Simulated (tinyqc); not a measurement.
Inside a calculation. Model: resistance of a tapered via with liner, size effect and interface.

Computed by the program tinyqc: `OMP_NUM_THREADS=1 python tinyqc.py 2750078 2750079 out.jsonl`, one thread of a shared Intel Xeon 2.30GHz, about 0.01 s for the whole run. Printed values are rounded.

A round via whose diameter grows from db at the bottom as D(z) = db + 2 z/tan(ang). The fill, of diameter D - 2 tl, starts above the bottom liner (thickness fb tl) and has rho = rho0 (1 + ks lam/(D - 2 tl)); the sidewall liner conducts in parallel with it. The bottom liner and the interface are crossed over the full area pi db^2/4. Spreading in the lines above and below is left out.

Values chosen for this exercise; fill metal close to copper:
```
symbol    value      unit                                               meaning
db           35        nm                                diameter at the bottom
hv           74        nm                                                height
ang          89   degrees                                        sidewall angle
rho0       1.64   uohm cm                          bulk resistivity of the fill
lam        40.1        nm                            mean free path of the fill
ks          0.6                                              size-effect factor
tl          1.8        nm                                 liner on the sidewall
fb            1                   liner at the bottom over that on the sidewall
rl          520   uohm cm                              resistivity of the liner
ri      5.9e-12  ohm cm^2                   interface resistivity at the bottom
Sb       1.1e15     S/m^2  ballistic conductance per area, about 3/(4 rho0 lam)
```

## Slices of the via

Slices between z0 = fb tl and hv, evaluated at their midpoints: conductance per length pi/4 [(D - 2 tl)^2/rho + (D^2 - (D - 2 tl)^2)/rl], slice resistance = slice height over that. 6 slices.

```
slice   z (nm)   D (nm)  rho (uohm cm)  slice resistance (ohm)
0      7.81667  35.2729        2.88581                0.440159
1        19.85  35.6930        2.86950                0.426300
2      31.8833  36.1131        2.85362                0.413066
3      43.9167  36.5331        2.83814                0.400421
4        55.95  36.9532        2.82305                0.388331
5      67.9833  37.3733        2.80833                0.376765
```

## Total resistance

R_fill = sum of the slices; R_bottom = rl fb tl/(pi db^2/4); R_interface = ri/(pi db^2/4); ballistic (Sharvin) limit 1/(Sb pi (db - 2 tl)^2/4); ideal cylinder rho0 hv/(pi db^2/4).

parts (ohm): fill 2.44504, bottom liner 9.72859, interface 0.613234
R = 12.7869 ohm
shares (%): fill 19.1215, bottom liner 76.0827, interface 4.7958
ballistic limit = 1.17397 ohm
ideal cylinder = 1.26139 ohm

The bottom liner is the largest part, and R is 10.1 times the ideal cylinder. With 2000 slices R = 12.787 ohm.
